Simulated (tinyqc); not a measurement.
Electron-beam lithography: double-Gaussian proximity function, edge placement and dose correction for parallel lines: one step, computed by the program tinyqc. Command: `OMP_NUM_THREADS=1 python tinyqc.py 3110155 3110156 out.jsonl proximity walk`. One thread of a shared host (Intel(R) Xeon(R) Processor @ 2.30GHz), about 0.01 s of CPU time with the checks.

Lines are infinitely long. Absorbed energy is counted so that the middle of a very large area written at dose 1 receives 1; the resist develops where it exceeds 1/2.

Question. Dose to size and latitude. A test line of width w << beta in surroundings of density rho, all at dose d: near its edge E(x) = d [S + eta rho]/(1 + eta), S = [erf((b - x)/alpha) - erf((a - x)/alpha)]/2 for edges a and b, the second term being the background energy. Dose to size d_s = (1 + eta)/(erf(w/alpha) + 2 eta rho), dose = d_s D0; edge slope d [1 - exp(-w^2/alpha^2)]/(sqrt(pi) alpha (1 + eta)); width change per 1 % of dose = 2 x 0.01 x (1/2)/slope.

Inputs (values chosen for the exercise, of the order of those for 10 keV electrons in resist on silicon):

| quantity | value | unit |
|---|---|---|
| forward range alpha | 0.026 | micrometre |
| backscatter ratio eta | 0.95 | - |
| base dose D0 | 250 | microcoulomb/cm^2 |
| width of the test line | 0.04 | micrometre |
| pattern density around the test line | 0.22 | - |

Give: dose to size d_s; dose; edge slope; width change per 1 % of dose; background energy.

Answer.

dose to size d_s = 1.404

dose = 351.1 microcoulomb/cm^2

edge slope = 0.01416 1/nm

width change per 1 % of dose = 0.7060 nm

background energy = 0.1505

The background supplies 30 % of the threshold.
